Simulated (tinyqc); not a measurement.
Thickness, silicon consumed, volume change, sheet resistance: thermodynamics of metal silicides: hull, first phase, silicon consumed, nucleation and stability against SiO2. Computed by tinyqc, a small Python program. Command: `OMP_NUM_THREADS=1 python tinyqc.py 3013733 3013734 out.jsonl silphase walk`. One thread of a shared host (Intel(R) Xeon(R) Processor @ 2.30GHz), about 0.01 s of CPU time with the checks.

Entropies of formation of the solids are neglected, so heats stand for free energies. Si fractions: M5Si3 0.3750, MSi 0.5000, MSi2 0.6667.

Inputs (values chosen for the exercise, of the order of those of tungsten silicides for heats and volumes only): molar volume of M = 9.55 cm^3/mol; molar volume of Si = 12.06 cm^3/mol; metal thickness t = 11 nm.

Phases: M5Si3, MSi, MSi2.

volumes of the three phases per mole of M (cm^3/mol): [13.7, 17.3, 24.2]

resistivities of the three phases (microohm cm): [65, 21, 41]

Method. Per phase M_a Si_b, for ample silicon (not limited to t_Si): silicide thickness = t V/V_M; silicon consumed = t (b/a) V_Si/V_M; net volume change = V/(V_M + (b/a) V_Si) - 1; the top surface lies (silicide thickness - silicon consumed) above the old interface; sheet resistance = resistivity/thickness.

Films:
```
phase  thickness (nm)  Si consumed (nm)  volume change (%)  top above old interface (nm)  sheet resistance (ohm)
M5Si3          15.780             8.335            -18.384                        7.4454                  41.191
MSi            19.927            13.891            -19.944                        6.0356                  10.539
MSi2           27.874            27.782            -28.126                        0.0921                  14.709
```

silicon consumed by MSi = 13.891 nm

sheet resistance of MSi = 10.539 ohm

For a given sheet resistance the silicon consumed goes as resistivity x (b/a)/V: M5Si3 2.85, MSi 1.21, MSi2 3.39. It is least for MSi, which matters on shallow junctions and thin silicon. All three reactions shrink the total volume.

Extremes, crossings and ranges named in words are read from the listed rows.
